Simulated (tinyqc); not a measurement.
Inside a calculation. Model: self-heating of a transistor with one or more fingers, with temperature-dependent conductivity. Computed by tinyqc, a small Python program that keeps every step. Command: `OMP_NUM_THREADS=1 python tinyqc.py 3016983 3016984 out.jsonl selfheat walk`. One thread of a shared host (Intel(R) Xeon(R) Processor @ 2.30GHz), about 0.07 s of CPU time with the checks. Intermediate numbers are printed to about 6 digits and carried at full precision; extremes and crossings named in words are read from the listed rows.

N long parallel fingers lie on the top face of a slab whose bottom is held at T_0; the top is otherwise insulated, and heat flows in two dimensions. P in W/mm is 1000 P in W/m.

Inputs (values chosen for the exercise, modelled on silicon):

| quantity | value | unit |
|---|---|---|
| conductivity at the base temperature kappa_0 | 139 | W/(m K) |
| exponent m in kappa ~ T^-m | 1.29 | - |
| base temperature T_0 | 323 | K |
| power per gate width P | 1.9 | W/mm |
| fingers N | 1 | - |
| finger pitch s | 18 | micrometre |
| width of the heat source w | 0.76 | micrometre |
| substrate thickness t | 230 | micrometre |
| phonon free path Lambda | 180 | nm |
| heat capacity C | 1.69 | 1e6 J/(m^3 K) |
| pulse length | 0.092 | microsecond |
| power coefficient beta | 0.95 | 1e-3/K |

Power: power rises with temperature.

## Geometry factors

A line source of power P on the top face raises the top at distance x by (P/(pi kappa_0)) g(x), g(x) = -ln tanh(pi x/(4 t)) (the image sum for the slab). On a strip of width w the centre sees the mean of g over the strip, g_0 = 1 + ln(8 t/(pi w)) for w much below t.

own factor g_0 = 7.64723

g(j s), j = 1..7: 2.79053  2.10114  1.70190  1.42285  1.21064  1.04146  0.90254

## Linear temperature rise of each finger

theta_i = (P/(pi kappa_0)) [g_0 + sum over j != i of g(|i - j| s)], with equal powers and constant conductivity; thermal resistance = largest theta/P.

theta of each finger (K): 33.2731

largest theta = 33.2731 K

thermal resistance = 17.5121 K mm/W

## Correction for the falling conductivity

Kirchhoff transformation for kappa = kappa_0 (T/T_0)^-m: T = T_0 [1 - (m - 1) theta/T_0]^(-1/(m - 1)), where theta is the linear rise. The bracket vanishes at the power P T_0/((m - 1) theta).

peak temperature = 358.610 K

true rise = 35.6098 K

true rise / linear rise = 1.07023

power at which the formula diverges = 63.6012 W/mm

The falling conductivity adds 7.0 % to the rise.

## Extra rise from ballistic phonons

Near a source smaller than the free path, Fourier's law overstates the flow. Rough estimate: a strip that emits phonons into a half space adds a resistance times area of 4 Lambda/(3 kappa_0), from the ballistic flux C v Delta T/4 with kappa_0 = C v Lambda/3, so Delta T_b = 4 Lambda P/(3 kappa_0 w); Knudsen number Lambda/w.

Knudsen number = 0.236842

ballistic rise Delta T_b = 4.31655 K

Delta T_b / largest theta = 0.129731

By this estimate the ballistic term is at most a fifth of the Fourier rise.

## Electrothermal feedback

The power follows P [1 + beta (T - T_0)] with T the peak temperature, for all fingers alike. Start at T_0 and repeat; stop when T changes by less than 1e-6 K, after 50 steps, or when the bracket falls below 0.05.

Iterations:

| step | power (W/mm) | T (K) | change (K) |
|---|---|---|---|
| 1 | 1.90000 | 358.610 | 3.56098e+01 |
| 2 | 1.96428 | 359.901 | 1.29117e+00 |
| 3 | 1.96661 | 359.948 | 4.69292e-02 |
| 4 | 1.96669 | 359.950 | 1.70584e-03 |
| 5 | 1.96669 | 359.950 | 6.20063e-05 |
| 6 | 1.96669 | 359.950 | 2.25389e-06 |
| 7 | 1.96669 | 359.950 | 8.19276e-08 |

converged (1 yes, 0 no) = 1

peak temperature with feedback = 359.950 K

Converged in 7 steps; feedback adds 1.3 K.

## Rise at the end of a pulse

After switching on, theta(tau) = (P D/kappa_0) int_0^tau X(u) Z(u) du at the hottest finger, D = kappa_0/C; X = sum over fingers at distance x of [erf((x + w/2)/r) - erf((x - w/2)/r)]/(2 w), Z = sum_(j=-200..200) (-1)^j exp(-(2 j t/r)^2)/sqrt(pi D u), r = 2 sqrt(D u); trapezoid rule on 300 points evenly spaced in ln u from u_0 = 1e-3 min(tau, w^2/D) to tau, plus the exact piece 2 sqrt(u_0/(pi D))/w below u_0. Conductivity and power are held at their base values here, and Fourier's law is used even where the diffusion length is near a phonon free path.

diffusivity D = 82.2485 micrometre^2/microsecond

diffusion length sqrt(D tau) = 2.75079 micrometre

linear rise after the pulse = 14.727 K

share of the steady rise = 0.4426

## Rise against time

The formulas are those given above.

Heating curve:

| time (microsecond) | sqrt(D time) (micrometre) | rise (K) | share of the steady rise |
|---|---|---|---|
| 6.40e-04 | 0.229432 | 4.367 | 0.1312 |
| 0.0064 | 0.725528 | 8.9743 | 0.2697 |
| 0.064 | 2.29432 | 13.939 | 0.4189 |
| 0.64 | 7.25528 | 18.944 | 0.5694 |
| 6.4 | 22.9432 | 23.953 | 0.7199 |
| 32 | 51.3026 | 27.454 | 0.8251 |
| 130 | 103.404 | 30.498 | 0.9166 |
| 390 | 179.100 | 32.545 | 0.9781 |
| 960 | 280.996 | 33.215 | 0.9983 |

Half the steady rise is reached between 0.064 and 0.64 microseconds, and the last row holds 99.8 % of it; the slowest time constant is 4 t^2/(pi^2 D) = 261 microseconds. While the diffusion length lies between w and the pitch or thickness, the rise grows as the logarithm of time.

Checks made by the program: g(s) against the alternating image sum (relative difference 4e-07); Kirchhoff integral of kappa/kappa_0 from T_0 to T (relative difference below 1e-10); long-time limit against the steady rise (relative difference 1e-05).
